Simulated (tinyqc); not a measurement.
Joule-heated wire on a substrate, fin equation: two steps of the calculation.

A wire of length L loses heat along itself to two contacts and sideways to the substrate: kap A theta'' - g theta + p = 0 with theta = T - T0 and p = p0. The ends are held at T0. Constant conductivity, diffusive heat flow.

Parameters, values chosen for the exercise: conductivity along the wire kap = 11 W/(m K); cross-section A = 880 nm^2; conductance per length to the substrate g = 0.79 W/(m K); length between the contacts L = 230 nm; thermal resistance of each contact Rc = 0 K/uW; heating per length p0 = 0.072 uW/nm.

Question 1. Healing length. LH = sqrt(kap A/g); far from the contacts uniform heating p0 would give theta = p0/g.

Wanted: LH; L/LH; p0/g.

Answer 1.

LH = 110.7 nm
L/LH = 2.078
p0/g = 91.14 K

Question 2. The tridiagonal system. Nodes x_i = i h, h = L/12; box widths w_i = h (h/2 at the ends); c = kap A/h; equation of node i: -c theta_(i-1) + d_i theta_i - c theta_(i+1) = b_i with d_i = 2 c + g w_i, b_i = p(x_i) w_i; theta = 0 at the end nodes.

Find: c; d; b.

Answer 2.

c = 0.5050 uW/K

| node | d (uW/K) | b (uW) |
|---|---|---|
| 1 | 1.025 | 1.380 |
| 2 | 1.025 | 1.380 |
| 3 | 1.025 | 1.380 |
| 4 | 1.025 | 1.380 |
| 5 | 1.025 | 1.380 |
| 6 | 1.025 | 1.380 |
| 7 | 1.025 | 1.380 |
| 8 | 1.025 | 1.380 |
| 9 | 1.025 | 1.380 |
| 10 | 1.025 | 1.380 |
| 11 | 1.025 | 1.380 |

Program tinyqc, `OMP_NUM_THREADS=1 python tinyqc.py 2520117 2520118 out.jsonl`; Intel Xeon 2.30GHz, shared host, one thread, about 0.01 s.
